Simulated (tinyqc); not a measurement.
# Field, mass and barrier from the scaled variables

Inverse problem. A barrier edge falls as U0 - F x over a width d with F = V/d. With e = (C F^2/m1)^(1/3), C = hbar^2/(2 m0), the Airy arguments at its edges are z1 = (U0 - E)/e and z2 = (U0 - V - E)/e. Find e, m1 and U0.

Values chosen for this exercise: electron energy E = 2.13 eV; barrier width d = 0.9 nm; voltage across the barrier V = 0.71 V.

Constants: q = 1.602176634e-19 C, hbar = 1.054571817e-34 J s, m0 = 9.1093837015e-31 kg, hbar^2/(2 m0) = 0.0380998212 eV nm^2. Results are converted to the units shown.

z1 and z2: 2.6798482  0.71830983

Answer. z1 - z2 = V/e gives e, its definition gives m1, and U0 = E + z1 e.

e = 0.362 eV
m1 = 0.500 m0
U0 = 3.10 eV

Computed by the program tinyqc: `OMP_NUM_THREADS=1 python tinyqc.py 2580041 2580042 out.jsonl`, one thread of a shared Intel Xeon 2.30GHz, about 0.01 s for the whole run.
